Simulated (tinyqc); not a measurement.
Comparisons within one model: type-II superlattice in the two-band Kane model. A value that a table varies takes the place of the one given here.

Motion along the axis, period d = a + b, c = hbar^2/2m0. Conduction and light-hole bands couple: (E - Ec)(E - Ev) = Ep c k^2 in each layer, with mass m(E) = (E - Ev)/Ep, which may be negative. The conduction envelope psi and psi'/m(E) are continuous; a layer carries them by [[cos kt, (m/k) sin kt], [-(k/m) sin kt, cos kt]] (cosh and sinh for k^2 < 0), and cos(q d) = tr(M_B M_A)/2. C1 is the first miniband above EvB, with its bottom at tr/2 = +1 and its top at -1; the gap is the bottom of C1 less the top heavy-hole level HH1.

Heavy holes are uncoupled: with e = EvB - E, p = sqrt(mhB e/c), w = sqrt(mhA (EvB - EvA - e)/c), the top level HH1 at q = 0 solves (p/mhB) tan(p b/2) = (w/mhA) tanh(w a/2).

Constants: hbar^2/2m0 = 3.80998211 eV angstrom^2; hc = 1239.841984 eV nm.

Parameters, chosen for this exercise (near those of an InAs/GaSb superlattice; shifted at random, so the results belong to these values and not to a real crystal): b = 32 angstrom (layer B); EcA = 0 eV (conduction edge of A); EvA = -0.418 eV (valence edge of A); EcB = 0.934 eV (conduction edge of B); EvB = 0.128 eV (valence edge of B); EpA = 14.1 eV (coupling energy in A); EpB = 18.2 eV (coupling energy in B); mhA = 0.33 m0 (heavy hole in A); mhB = 0.26 m0 (heavy hole in B); As = (19, 27, 35, 44, 52, 63, 75) angstrom (widths of layer A); a = 46 angstrom (layer A).

## Width of layer A

Bottom of C1 (tr/2 = +1, above EvB), HH1, the gap and hc/gap; widths at which C1 no longer starts above EvB are left out.

Results:

| a (angstrom) | C1 (eV) | HH1 (eV) | gap (meV) | cut-off (micrometre) |
|---|---|---|---|---|
| 19 | 0.4799 | 0.0542 | 425.7 | 2.91 |
| 27 | 0.3706 | 0.0530 | 317.6 | 3.90 |
| 35 | 0.2940 | 0.0527 | 241.3 | 5.14 |
| 44 | 0.2328 | 0.0527 | 180.2 | 6.88 |
| 52 | 0.1930 | 0.0527 | 140.4 | 8.83 |
| 63 | 0.1529 | 0.0527 | 100.2 | 12.37 |

From a = 19 to 63 angstrom C1 falls by 327 meV while HH1 moves by -1.5 meV, so layer A tunes the gap, from 426 to 100 meV. The cut-off shifts by 0.124 micrometre per angstrom at the thin end and 0.322 at the thick end: long wavelengths need tight control of the thickness.

## One band or two

Bottom of C1. One band: (k/mA) tan(k a/2) = (kappa/mB) tanh(kappa b/2) with the edge masses (Ec - Ev)/Ep and barrier EcB - EcA. Second row: mA replaced by m(E). The last column is measured against two bands.

Results:

| model | C1 (eV) | gap (meV) | error (meV) |
|---|---|---|---|
| one band, edge masses | 0.2124 | 159.8 | -9.4 |
| m(E) in A only | 0.1876 | 134.9 | -34.2 |
| two bands | 0.2218 | 169.2 | 0.0 |

mA = 0.0296 m0
mB = 0.0443 m0

With edge masses C1 errs by -9 meV, 6 % of the gap. The heavier m(E) in A changes it by -25 meV; the treatment of B changes it by +34 meV, since C1 lies 94 meV above the valence edge of B, where its mass is 0.0052 instead of 0.0443.

## What each parameter does

Bottom and width of C1, HH1 and the gap. Each row changes one parameter from the base and keeps the others.

Results:

| case | C1 (eV) | width (meV) | HH1 (eV) | gap (meV) |
|---|---|---|---|---|
| base | 0.2218 | 66.9 | 0.0527 | 169.2 |
| a = 43 angstrom | 0.2387 | 71.9 | 0.0527 | 186.0 |
| b = 35 angstrom | 0.2272 | 59.2 | 0.0620 | 165.2 |
| EvB = 0.108 eV | 0.2207 | 64.3 | 0.0334 | 187.3 |
| EcB = 0.984 eV | 0.2263 | 62.7 | 0.0527 | 173.7 |
| EvA = -0.448 eV | 0.2178 | 64.9 | 0.0516 | 166.3 |
| EpA = 15.2 eV | 0.2282 | 71.1 | 0.0527 | 175.6 |
| mhB = 0.3 m0 | 0.2218 | 66.9 | 0.0580 | 163.9 |

The largest shifts from the base row, up to three for each result and ties (the steps differ in size, so this ranks the rows, not the parameters). C1 (eV): a +0.0168, EpA +0.0064, b +0.0054; unchanged at the printed digits by mhB. width (meV): b -7.7, a +5.0, EcB -4.2, EpA +4.2; unchanged at the printed digits by mhB. HH1 (eV): EvB -0.0192, b +0.0093, mhB +0.0053; unchanged at the printed digits by a, EcB and EpA. gap (meV): EvB +18.1, a +16.8, EpA +6.4.

Computed by tinyqc, a small Python program: `OMP_NUM_THREADS=1 python tinyqc.py 1281287 1281288 out.jsonl` (the numbers bound the seed that draws the inputs); one thread of a shared host (Intel(R) Xeon(R) Processor @ 2.30GHz), about 0.06 s for the whole set of steps.
